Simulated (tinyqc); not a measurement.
Ballistic transport through the one-dimensional subbands of a rectangular nanowire or nanosheet channel: one step, computed by the program tinyqc. Command: `OMP_NUM_THREADS=1 python tinyqc.py 3018465 3018466 out.jsonl wire walk`. One thread of a shared host (Intel(R) Xeon(R) Processor @ 2.30GHz), about 0.03 s of CPU time with the checks.

Hard walls, parabolic subbands, transport along x. Energies are counted from the bulk conduction band edge at the top of the barrier, which the gate pulls down by U; the source Fermi level lies at the bulk edge when U = 0.

Question. Conductance, capacitance and scattering. Linear conductance G = (2 e^2/h) sum_i g f(eta_i), g = 2, f = 1/(1 + exp(-eta_i)), with the barrier frozen at the eta_i above; current per perimeter I/(2(a + b)); with scattering, transmission lambda/(lambda + L) and low-bias resistance (1 + L/lambda)/G.

Inputs (values chosen for the exercise, modelled on silicon):
```
quantity,value,unit
height a,3,nm
width b,4.9,nm
temperature T,300,K
mean free path for back-scattering lambda,120,nm
channel length L,90,nm
```

Valleys: silicon [100] wire.

Occupation:
```
subband,eta_i,n_i (1/nm),I_i (microampere)
1,5.271398,5.155124e-01,2.113813e+01
2,1.043653,2.120002e-01,5.389615e+00
3,0.041086,1.257215e-01,2.859941e+00
4,-0.916896,6.365347e-02,1.347239e+00
5,-1.491303,8.715156e-02,8.132547e-01
6,-4.184480,3.052437e-03,6.055306e-02
7,-4.294022,2.738747e-03,5.431272e-02
8,-8.676099,3.455835e-05,6.834390e-04
9,-8.759096,3.180623e-05,6.290103e-04
10,-9.524333,1.479788e-05,2.926426e-04
```

ballistic current I = 31.66465 microampere

Constants: e = 1.602176634e-19 C; h = 6.62607015e-34 J s.

Give: open modes sum g f; ballistic conductance; current per perimeter; transmission; low-bias resistance with scattering.

Answer.

open modes sum g f = 5.486

ballistic conductance = 425.0 microsiemens

current per perimeter = 2004 microampere/micrometre

transmission = 0.5714

low-bias resistance with scattering = 4.117 kiloohm

Even without scattering the wire has h/(2 e^2 M) = 2.35 kiloohm, which sits in the contacts.
